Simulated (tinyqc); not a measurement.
## Square on-chip spiral inductor, lumped pi model: quality factor against frequency

Outer diameter do = di + 2 n wd + 2 (n - 1) sp, mean da = (do + di)/2, fill p = (do - di)/(do + di), length l = 4 n da. L = 2.34 mu0 n^2 da/(1 + 2.75 p), mu0 = 4 pi 1e-7 H/m. Rs = rho l/(wd delta (1 - exp(-th/delta))), delta = sqrt(rho/(pi f mu0)). Cs = n wd^2 eps0 eo/hu across the coil. At each end Cox = l wd eps0 eo/(2 ho) leads to the substrate branch Rsi = 2 rs he/(l wd) in parallel with Csi = l wd eps0 11.7/(2 he). With one end grounded Y = 1/(Rs + i w L) + i w Cs + 1/[1/(i w Cox) + 1/(1/Rsi + i w Csi)], w = 2 pi f; Q = -Im Y/Re Y. Eddy currents in neighbouring turns and in the substrate are left out.

Apparent inductance Im(1/Y)/w; share of the loss Re(substrate branch)/Re Y.

Inputs (values chosen for the exercise); values of the order met in silicon radio-frequency processes:
- n = 6.5 (number of turns)
- wd = 15 um (line width)
- sp = 1.5 um (space between turns)
- di = 140 um (inner diameter)
- th = 3 um (metal thickness)
- rho = 3 uohm cm (metal resistivity)
- ho = 8.4 um (oxide below the coil)
- hu = 0.9 um (oxide between coil and underpass)
- eo = 3 (relative permittivity of the oxide)
- rs = 100 ohm cm (substrate resistivity)
- he = 50 um (effective spreading depth in the substrate)

Constants: eps0 = 8.8541878128e-12 F/m. Results are converted to the units shown.

Result of one run:

| Rs (ohm) | w L/Rs | Q | apparent inductance (nH) | loss in the substrate (%) |
|---|---|---|---|---|
| 6.086 | 7.074 | 6.638 | 14.25 | 4.102 |

Which frequency f gave this result: 0.3, 0.49, 1.3 or 2.2 GHz?

f = 0.49 GHz.

The whole series:

| f (GHz) | Rs (ohm) | w L/Rs | Q | apparent inductance (nH) | loss in the substrate (%) |
|---|---|---|---|---|---|
| 0.069 | 4.897 | 1.238 | 1.237 | 13.99 | 0.005514 |
| 0.11 | 5.075 | 1.905 | 1.901 | 14.00 | 0.02602 |
| 0.18 | 5.318 | 2.974 | 2.958 | 14.02 | 0.1473 |
| 0.3 | 5.655 | 4.661 | 4.578 | 14.09 | 0.8723 |
| 0.49 | 6.086 | 7.074 | 6.638 | 14.25 | 4.102 |
| 0.81 | 6.681 | 10.65 | 8.644 | 14.65 | 14.61 |
| 1.3 | 7.435 | 15.36 | 9.059 | 15.62 | 33.59 |
| 2.2 | 8.585 | 22.52 | 6.580 | 19.39 | 58.63 |
| 3.5 | 9.975 | 30.83 | 2.070 | 40.03 | 76.32 |

Q goes from 1.24 through a maximum of 9.06 (at f = 1.3 GHz among the rows listed) to 2.07; the exact peak is 9.17 at 1.13 GHz and Q reaches zero at the self-resonance, 4.15 GHz. The share of the substrate rises from 0.00551 to 76.3 %, and the apparent inductance ends at 2.86 times L. At the peak the substrate takes 27.1 % of the loss.

tinyqc, about 0.01 s, one thread, Intel Xeon 2.30GHz (shared host): `OMP_NUM_THREADS=1 python tinyqc.py 2302083 2302084 out.jsonl`
